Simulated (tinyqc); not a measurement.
Inside a calculation. Method: plane-wave Kohn-Sham cycle with exchange-only LDA in a layered model solid. One step of it, computed by the program tinyqc.

Problem. Iteration 2: potential. V_H(G) = 4 pi rho(G)/G^2 for G != 0 (uniform background); v_x = -(3 rho/pi)^(1/3); V = V_ext + V_H + v_x; Fourier components f(G_m) = (1/N) sum_j f(x_j) exp(-i G_m x_j).

A solid whose potential varies along x alone (atomic units):

| parameter | value |
|---|---|
| period a | 12.600000 |
| cross-section of the cell | 35.000000 |
| electrons per cell | 2 |
| grid points | 16 |
| plane waves -n..n, n | 2 |
| k points | 3 |
| V1 in V1 cos(2 pi x/a) | -0.140000 |
| V2 in V2 cos(4 pi x/a) | -0.130000 |

density after iteration 1 (e/bohr^3): 0.00803231  0.00733177  0.00576093  0.00432460  0.00354167  0.00327176  0.00321185  0.00321246  0.00321997  0.00321246  0.00321185  0.00327176  0.00354167  0.00432460  0.00576093  0.00733177

Give: Potentials on the grid; V(G_m), m = 0, 1, 2, ....

Solution.

Potentials on the grid (hartree):

| x | V_ext | V_H | v_x | V |
|---|---|---|---|---|
| 0.0000 | -0.2700 | 0.1214 | -0.1972 | -0.3459 |
| 0.7875 | -0.2213 | 0.1082 | -0.1913 | -0.3044 |
| 1.5750 | -0.0990 | 0.0738 | -0.1765 | -0.2017 |
| 2.3625 | 0.0383 | 0.0298 | -0.1604 | -0.0923 |
| 3.1500 | 0.1300 | -0.0130 | -0.1501 | -0.0331 |
| 3.9375 | 0.1455 | -0.0484 | -0.1462 | -0.0491 |
| 4.7250 | 0.0990 | -0.0742 | -0.1453 | -0.1204 |
| 5.5125 | 0.0374 | -0.0896 | -0.1453 | -0.1975 |
| 6.3000 | 0.0100 | -0.0947 | -0.1454 | -0.2301 |
| 7.0875 | 0.0374 | -0.0896 | -0.1453 | -0.1975 |
| 7.8750 | 0.0990 | -0.0742 | -0.1453 | -0.1204 |
| 8.6625 | 0.1455 | -0.0484 | -0.1462 | -0.0491 |
| 9.4500 | 0.1300 | -0.0130 | -0.1501 | -0.0331 |
| 10.2375 | 0.0383 | 0.0298 | -0.1604 | -0.0923 |
| 11.0250 | -0.0990 | 0.0738 | -0.1765 | -0.2017 |
| 11.8125 | -0.2213 | 0.1082 | -0.1913 | -0.3044 |

V(G_m), m = 0, 1, 2, ... (hartree): -0.1608  -0.0288  -0.0637  -0.0002  0.0001
